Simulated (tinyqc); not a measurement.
Surface orientation and number of bands: six-band hole subbands of a thin body in a field.

Basis X, Y, Z times spin, hole energies counted downwards from the unstrained edge (the hydrostatic shift is left out), c = hbar^2/2m0. For a symmetric tensor T let C(T) have C_XX = L Txx + M (Tyy + Tzz), C_XY = N Txy (cyclic), L = c (g1 + 4 g2), M = c (g1 - 2 g2), N = 6 c g3. k = q + kz n, n the unit normal, q = k1 u + k2 v with u along the channel [1-10] and v = n x u. H = C(k k^T) + (Dso/3)(1 - L.sigma) - B + e F z with (L_k)_ij = -i epsilon_kij; B is the block C built from the traceless strain with 2b, -b and sqrt(3) d in place of L, M, N. Strain: exx = eyy = (s11 + s12) sx/2, ezz = s12 sx, exy = -s44 sx/4. Hard walls at z = 0 and t; basis sin(j pi z/t), j = 1 to Nz: kz^2 = (j pi/t)^2, kz = -i D with D_jl = 4 j l/(t (j^2 - l^2)), z_jj = t/2 and z_jl = -8 t j l/(pi (j^2 - l^2))^2 for j + l odd; 1 MV/cm = 0.01 eV/angstrom.

Nz = 14. E1 is the top subband at q = 0, gap the distance to the next pair, and the masses are c q^2/(E(q) - E1) at |q| = 0.02 1/angstrom (mean of the spin pair) along the channel [1-10] and across it in the plane; a dash marks a band that does not rise.

Constants: hbar^2/2m0 = 3.80998211 eV angstrom^2.

Inputs chosen for the exercise (near those of a p-type Ge channel; not measured data): g1 = 13.4 (Luttinger gamma1); g2 = 4.22 (gamma2); g3 = 5.7 (gamma3); Dso = 0.284 eV (spin-orbit splitting); b = -2.5 eV (tetragonal potential); d = -5.33 eV (trigonal potential); S = (9.99, -2.66, 15.24) 1/TPa (compliances s11, s12, s44); t = 90 angstrom (body thickness); F = 0 MV/cm (field across the body); sx = -1.5 GPa (stress along the channel [1-10], negative in compression).

Three faces, six bands; and four bands, with Dso set to 1000 eV.

Results:
```
case           E1 (meV)  gap (meV)  m channel  m across
(001) 6 bands     -19.4       72.1      0.047     0.261
(001) 4 bands      -7.7       73.5      0.058     0.130
(110) 6 bands     -33.5       20.5      0.040     0.163
(110) 4 bands     -14.2       42.4      0.047     0.128
(111) 6 bands     -30.5       31.3      0.043     0.184
(111) 4 bands     -16.2       33.2      0.052     0.098
```

With six bands the top subband is shallowest on (110) (-33.5 meV) and deepest on (001). Without the stress E1 would be 23.0, 11.8 and 9.3 meV, so the stress moves it by -42.4, -45.3 and -39.8 meV. The lightest channel mass is on (110) (0.040 m0). Dropping the split-off band moves E1 by 11.7, 19.3 and 14.2 meV and the gap by 1.4, 21.8 and 1.9 meV on the three faces, with Dso = 284 meV.

(tinyqc, `OMP_NUM_THREADS=1 python tinyqc.py 1250719 1250720 out.jsonl`, Intel(R) Xeon(R) Processor @ 2.30GHz, 1 thread, shared host, about 0.4 s.)
